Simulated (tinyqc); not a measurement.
Vacuum evaporation: vapour pressure, source flux, thickness distribution, purity and step coverage: one step, computed by the program tinyqc.

Molecular flow, unit sticking of the metal, no re-evaporation. The background gas is taken as water vapour (18.015 g/mol, collision diameter 0.37 nm) at 300 K.

Problem. Vapour pressure and flux. log10(p_v/Pa) = A - B/T; flux from the surface Phi = p_v/sqrt(2 pi m k_B T), m = M u. Mass loss = Phi x area x m; heat of evaporation = ln(10) R B; d ln Phi/dT = ln(10) B/T^2 - 1/(2 T).

Inputs (values chosen for the exercise, modelled on copper, with constants for the liquid): molar mass M = 63.55 g/mol; vapour-pressure constant A = 10.84; vapour-pressure constant B = 16450 K; source temperature T = 1440 K; source area = 1.5 cm^2.

Constants: u = 1.6605390666e-27 kg; k_B = 1.380649e-23 J/K; R = 8.314462618 J/(mol K).

Give: vapour pressure p_v; flux Phi; mass loss; heat of evaporation; change of flux per kelvin.

Solution.

vapour pressure p_v = 0.2608 Pa

flux Phi = 2.272e+17 1/(cm^2 s)

mass loss = 0.1295 g/h

heat of evaporation = 314.9 kJ/mol

change of flux per kelvin = 1.792 %/K

Holding the rate to 1 % needs the temperature to about 0.56 K.
